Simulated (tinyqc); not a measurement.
Inside a calculation. Method: plane-wave Kohn-Sham cycle with exchange-only LDA in a layered model solid. One step of it, computed by the program tinyqc.

Problem. Iteration 1: Hamiltonian at one k. H(m,m') = (k + G_m)^2/2 delta + V(G_m - G_m'), with V(-G) = V(G).

A solid whose potential varies along x alone (atomic units):

| parameter | value |
|---|---|
| period a | 15.900000 |
| cross-section of the cell | 28.000000 |
| electrons per cell | 4 |
| grid points | 16 |
| plane waves -n..n, n | 2 |
| k points | 1 |
| V1 in V1 cos(2 pi x/a) | -0.620000 |
| V2 in V2 cos(4 pi x/a) | -0.090000 |

V(G_m), m = 0, 1, 2, ... (hartree): -0.204719  -0.310000  -0.045000  0.000000  0.000000

k = 0.000000 2 pi / a

Give: H.

Solution.

H (hartree):
```
        -2      -1      +0      +1      +2
-2   0.108  -0.310  -0.045   0.000   0.000
-1  -0.310  -0.127  -0.310  -0.045   0.000
+0  -0.045  -0.310  -0.205  -0.310  -0.045
+1   0.000  -0.045  -0.310  -0.127  -0.310
+2   0.000   0.000  -0.045  -0.310   0.108
```
